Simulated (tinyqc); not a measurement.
# Changing the barrier height phi_B

Model: specific resistance of a metal-semiconductor contact and its transmission-line measurement. Computed by tinyqc, a small Python program. Command: `OMP_NUM_THREADS=1 python tinyqc.py 3003040 3003041 out.jsonl contact sweep`. One thread of a shared host (Intel(R) Xeon(R) Processor @ 2.30GHz), about 0.02 s of CPU time with the checks.

The barrier is parabolic (depletion approximation), energies E are normal energies counted from the band edge in the neutral semiconductor (downwards for holes), and the bias is zero. xi is an input, held fixed when other inputs move.

Inputs (values chosen for the exercise, modelled on p-type SiGe):

| quantity | value | unit |
|---|---|---|
| tunnelling mass m | 0.28 | m_0 |
| permittivity eps | 13 | - |
| Richardson constant A* | 30.1 | A/(cm^2 K^2) |
| doping N | 1.6e+19 | 1/cm^3 |
| Fermi level above the band edge in the bulk, xi | 0.0052 | eV |
| temperature T | 300 | K |

Image-force lowering: included.

Constants: hbar = 1.054571817e-34 J s; eps_0 = 8.8541878128e-12 F/m; m_0 = 9.1093837015e-31 kg; k_B = 8.617333262e-05 eV/K; e = 1.602176634e-19 C.

Method:
- E_00 = (e hbar/2) sqrt(N/(eps eps_0 m)); band bending E_b = phi_B + xi; depletion width w = sqrt(2 eps eps_0 E_b/(e^2 N)). Image lowering d_phi = (e^3 N E_b/(8 pi^2 (eps eps_0)^3))^(1/4) (E_b in volts), and E_b - d_phi replaces E_b everywhere except in w.
- WKB transmission for E < E_b, with a = E/E_b: D = exp{-(E_b/E_00) [sqrt(1 - a) - a ln((1 + sqrt(1 - a))/sqrt(a))]}; D = 1 above.
- At zero bias 1/rho_c = (e A*/k_B^2) int D(E) f(E) dE, f = 1/(1 + exp((E - xi)/k_B T)); 200 Gauss-Legendre points from 0 to E_b, and k_B T ln(1 + exp((xi - E_b)/k_B T)) for the part above the barrier; the share of tunnelling is the part below.

One run for each value:

| barrier height phi_B (eV) | specific contact resistance rho_c (ohm cm^2) | share of tunnelling (%) | depletion width (nm) |
|---|---|---|---|
| 0.23 | 5.9545e-08 | 94.773 | 4.5958 |
| 0.35 | 4.8715e-07 | 99.353 | 5.6478 |
| 0.47 | 4.9628e-06 | 99.910 | 6.5326 |
| 0.60 | 6.9477e-05 | 99.989 | 7.3722 |
| 0.72 | 8.5117e-04 | 99.998 | 8.0700 |
| 0.85 | 1.3512e-02 | 100.000 | 8.7635 |
| 0.97 | 1.7930e-01 | 100.000 | 9.3582 |
| 1.10 | 3.0325e+00 | 100.000 | 9.9625 |

Over the rows, specific contact resistance rho_c (ohm cm^2) rises from 5.95e-8 to 3.03 (exponent d ln y / d ln x 5.0 between the first rows and 22 between the last); share of tunnelling (%) rises from 94.8 to 100.0; depletion width (nm) rises from 4.60 to 9.96 (exponent d ln y / d ln x about 0.50 throughout). Between the last rows rho_c rises one decade per 106 meV, against ln(10) k_B T = 60 meV for pure thermionic emission and ln(10) E_00 coth(E_00/k_B T) = 99 meV with tunnelling. Left out: 0.100 (the barrier vanishes).
